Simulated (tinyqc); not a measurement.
## Mass and degeneracy from charge and saturation current

Inverse problem. At high drain voltage only states moving towards the drain are filled: n = (N0/2) F_0(eta), N0 = gv m kB T/(pi hbar^2), F_0(x) = ln(1 + exp x), and I = q (N0/2) vT F_(1/2)(eta) per width, vT = sqrt(2 kB T/(pi m)), F_(1/2)(x) = (2/sqrt(pi)) int_0^infinity u^(1/2)/(1 + exp(u - x)) du. Find eta and m.

Parameters, values chosen for the exercise:
- T = 300 K (temperature)
- gv = 1 (valley degeneracy)

Constants: q = 1.602176634e-19 C, kB = 1.380649e-23 J/K, hbar = 1.054571817e-34 J s, m0 = 9.1093837015e-31 kg. Results are converted to the units shown.

n = 3.1947902e12 cm^-2
I = 2368.5575 uA/um

Solution. The mass drops out of I^2/(q^2 n) = gv (kB T)^2 F_(1/2)^2/(pi^2 hbar^2 F_0), which rises with eta and so fixes it; n then gives m.

eta = 8.65
m = 0.0684 m0

Program tinyqc, `OMP_NUM_THREADS=1 python tinyqc.py 2400120 2400121 out.jsonl`; Intel Xeon 2.30GHz, shared host, one thread, about 0.01 s.
